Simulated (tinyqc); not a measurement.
Gas flow in a process chamber: flow regimes, conductance, effective pumping speed, pump-down, outgassing and purge. Inputs raised by 10 %, one at a time. Computed by tinyqc, a small Python program. Command: `OMP_NUM_THREADS=1 python tinyqc.py 3121143 3121144 out.jsonl pump sens`. One thread of a shared host (Intel(R) Xeon(R) Processor @ 2.30GHz), about 0.01 s of CPU time with the checks.

Ideal gas, isothermal flow, a pump of constant speed at the end of a round pipe; process gas, volume gas and outgassing are given the same properties. 1 sccm = 101325 Pa x 1e-6 m^3/60 s x T/273.15 K.

Inputs (values chosen for the exercise, modelled on nitrogen near room temperature):
```
quantity,value,unit
molar mass M,28.01,g/mol
molecular diameter,0.37,nm
viscosity eta,17.8,micropascal s
temperature T,350,K
chamber volume V,28,L
wall area,0.97,m^2
pipe diameter d,6.3,cm
pipe length l,12,cm
pump speed S,33,L/s
process gas flow,130,sccm
outgassing rate after 1 h,4.3e-06,Pa m^3/(s m^2)
outgassing exponent n,1.1,-
target base pressure,2e-05,Pa
```

Constants: k_B = 1.380649e-23 J/K; u = 1.6605390666e-27 kg.

Method:
- Mean speed c = sqrt(8 k_B T/(pi m)); aperture conductance C_a = c pi d^2/16; molecular pipe C_m = C_a/(1 + 3 l/(4 d)) (Dushman form); viscous pipe C_v = pi d^4 p_mean/(128 eta l); Knudsen interpolation C = C_v + C_m (1 + x)/(1 + 1.24 x), x = d p_mean sqrt(m/(k_B T))/eta.
- Effective speed 1/S_eff = 1/S + 1/C_m; time constant V/S_eff; pressure at which the free path k_B T/(sqrt2 pi d_m^2 p) equals d.
- Steady flow: the pump inlet is at p_2 = Q/S, and the chamber pressure p_1 solves Q = C((p_1 + p_2)/2) (p_1 - p_2). Residence time = p_1 V/Q.
- Knudsen number = free path at the mean pressure over d.
- From the outgassing limit: t = 1 h x (q_1 A/(S_eff p_target))^(1/n) - 10 s; monolayer time at the target = 1e19 m^-2 x 4 k_B T/(p c) for unit sticking.

Runs:
```
input moved,from,to,chamber pressure p_1 (Pa),S_eff in molecular flow (L/s),residence time (s),time to the target (h)
base run,-,-,8.6907,27.501,0.86504,6.3049
molar mass M (g/mol),28.01,30.811,8.6913,27.280,0.86510,6.3515
chamber volume V (L),28,30.8,8.6907,27.501,0.95154,6.3049
wall area (m^2),0.97,1.067,8.6907,27.501,0.86504,6.8758
pipe diameter d (cm),6.3,6.93,8.6394,28.537,0.85994,6.0965
pump speed S (L/s),33,36.3,7.9306,29.756,0.78939,5.8689
process gas flow (sccm),130,143,9.5444,27.501,0.86365,6.3049
outgassing rate after 1 h (Pa m^3/(s m^2)),4.3e-06,4.73e-06,8.6907,27.501,0.86504,6.8758
```

Exponents ln(y'/y) / ln(x'/x):
```
input,chamber pressure p_1,S_eff in molecular flow,residence time,time to the target
molar mass M,0.001,-0.085,0.001,0.077
chamber volume V,0.000,0.000,1.000,0.000
wall area,0.000,0.000,0.000,0.909
pipe diameter d,-0.062,0.388,-0.062,-0.353
pump speed S,-0.960,0.827,-0.960,-0.752
process gas flow,0.983,0.000,-0.017,0.000
outgassing rate after 1 h,0.000,0.000,0.000,0.909
```

Among the inputs moved here: chamber pressure p_1 answers most in size to process gas flow (exponent +0.983), next to pump speed S (-0.960); its exponent is below 0.0005 for chamber volume V, wall area, outgassing rate after 1 h. Its exponent +0.983 in process gas flow: constant speed and conductance. S_eff in molecular flow answers most in size to pump speed S (exponent +0.827), next to pipe diameter d (+0.388); its exponent is below 0.0005 for chamber volume V, wall area, process gas flow, outgassing rate after 1 h. Residence time answers most in size to chamber volume V (exponent +1.000), next to pump speed S (-0.960); its exponent is below 0.0005 for wall area, outgassing rate after 1 h. Time to the target answers most in size to wall area (exponent +0.909), and about equally to outgassing rate after 1 h (+0.909); its exponent is below 0.0005 for chamber volume V, process gas flow.
